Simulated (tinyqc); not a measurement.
# An infinitely deep well in a field (quantum-confined Stark shift), Airy functions: what changes with what

Hard walls at x = -L/2 and +L/2; between them U(x) = -F x (eV, zero at the centre). C = hbar^2/(2 m0), e = (C F^2/m1)^(1/3), z1 = (F L/2 - E)/e at the left wall and z2 = (-F L/2 - E)/e at the right wall. Levels are the roots of D(E) = Ai(z1) Bi(z2) - Ai(z2) Bi(z1).

Inputs (values chosen for the exercise):
```
symbol  value  unit     meaning
m1      0.042    m0        mass
L         7.3    nm  well width
F       0.063  V/nm       field
```

Constants: q = 1.602176634e-19 C, hbar = 1.054571817e-34 J s, m0 = 9.1093837015e-31 kg, hbar^2/(2 m0) = 0.0380998212 eV nm^2. Results are converted to the units shown.

Each table varies one quantity; the others keep the values above.

## The Stark shift against field

Exact shifts E_n(F) - E_n(0) from the roots of D; <x> = -dE_1/dF. E_n(0) = C (n pi/L)^2/m1; second-order shift m1 F^2 L^4 (1 - 15/(pi n)^2)/(48 C pi^2 n^2).

The Stark shift against field:

| F (V/nm) | F L/E_1(0) | shift of level 1 (meV) | second order, 1 (meV) | shift of level 2 (meV) | second order, 2 (meV) | <x> of level 1 (nm) |
|---|---|---|---|---|---|---|
| 0.0088 | 0.3824 | -0.2659 | -0.2660 | 0.07925 | 0.07932 | 0.06042 |
| 0.015 | 0.6518 | -0.7722 | -0.7729 | 0.2298 | 0.2305 | 0.1029 |
| 0.027 | 1.173 | -2.497 | -2.504 | 0.7402 | 0.7467 | 0.1845 |
| 0.047 | 2.042 | -7.527 | -7.588 | 2.204 | 2.263 | 0.3177 |
| 0.081 | 3.519 | -22.02 | -22.54 | 6.218 | 6.721 | 0.5315 |
| 0.14 | 6.083 | -63.13 | -67.33 | 16.04 | 20.08 | 0.8502 |

Read the table: what changes, and by how much?

The shift of level 1 falls from -0.266 to -63.1 meV, as F^(2.00) between the first two rows and F^(1.92) between the last two (second order: power 2). Second order is 0.029 % above it in size in the first row and 6.7 % above it in the last. The shift of level 2 rises from 0.0793 to 16.0 meV.

## The Stark shift against mass

Same model as above.

Result of one run:

| m1 (m0) | F L/E_1(0) | shift of level 1 (meV) | second order, 1 (meV) | shift of level 2 (meV) | second order, 2 (meV) | <x> of level 1 (nm) |
|---|---|---|---|---|---|---|
| 0.057 | 3.715 | -18.03 | -18.50 | 5.061 | 5.518 | 0.5583 |

What becomes of these results when the mass m1 is changed from 0.057 to 0.028 m0, all else the same?

Result of the changed run:

| m1 (m0) | F L/E_1(0) | shift of level 1 (meV) | second order, 1 (meV) | shift of level 2 (meV) | second order, 2 (meV) | <x> of level 1 (nm) |
|---|---|---|---|---|---|---|
| 0.028 | 1.825 | -9.030 | -9.089 | 2.654 | 2.710 | 0.2848 |

The whole series:

| m1 (m0) | F L/E_1(0) | shift of level 1 (meV) | second order, 1 (meV) | shift of level 2 (meV) | second order, 2 (meV) | <x> of level 1 (nm) |
|---|---|---|---|---|---|---|
| 0.017 | 1.108 | -5.505 | -5.518 | 1.633 | 1.646 | 0.1743 |
| 0.022 | 1.434 | -7.113 | -7.141 | 2.102 | 2.130 | 0.2249 |
| 0.028 | 1.825 | -9.030 | -9.089 | 2.654 | 2.710 | 0.2848 |
| 0.035 | 2.281 | -11.25 | -11.36 | 3.278 | 3.388 | 0.3535 |
| 0.045 | 2.933 | -14.37 | -14.61 | 4.126 | 4.356 | 0.4489 |
| 0.057 | 3.715 | -18.03 | -18.50 | 5.061 | 5.518 | 0.5583 |
| 0.072 | 4.693 | -22.45 | -23.37 | 6.083 | 6.970 | 0.6862 |
| 0.092 | 5.996 | -28.05 | -29.86 | 7.160 | 8.906 | 0.8405 |

The shift of level 1 falls from -5.51 to -28.0 meV, as m1^(0.99) between the first two rows and m1^(0.91) between the last two (second order: power 1). Second order is 0.24 % above it in size in the first row and 6.5 % above it in the last. The shift of level 2 rises from 1.63 to 7.16 meV.

Computed by the program tinyqc: `OMP_NUM_THREADS=1 python tinyqc.py 2580038 2580039 out.jsonl`, one thread of a shared Intel Xeon 2.30GHz, about 0.02 s for the whole run.
